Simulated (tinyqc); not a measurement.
Chemical-mechanical planarisation: Preston law, pattern density and step-height reduction: one step, computed by the program tinyqc. Command: `OMP_NUM_THREADS=1 python tinyqc.py 3016238 3016239 out.jsonl cmp walk`. One thread of a shared host (Intel(R) Xeon(R) Processor @ 2.30GHz), about 0.01 s of CPU time with the checks.

A row of 8 cells, repeated periodically, holds raised features that cover a share rho of each cell.

Task: Effective density. The stiff pad averages the density: rho_eff(i) = sum_j w_ij rho_j / sum_j w_ij, w = exp(-2 d^2/L^2), L the planarisation length and d the distance between cell centres, summed over all periodic images of cell j.

Inputs (values chosen for the exercise, close to those used for oxide polishing): cell size = 1.1 mm; planarisation length = 2.5 mm.

local pattern densities, cell by cell: 0.9  0.9  0.1  0.8  0.8  0.9  0.2  0.8

Give: normalised weights (images included) for cells 0, 1, 2, ... apart; effective densities.

Result:

normalised weights (images included) for cells 0, 1, 2, ... apart: 0.3511  0.2384  0.0746  0.0108  0.0014

effective densities: 0.7630  0.6858  0.5858  0.6427  0.7281  0.6858  0.6207  0.6882

Local densities span 0.1 to 0.9, effective ones 0.586 to 0.763.
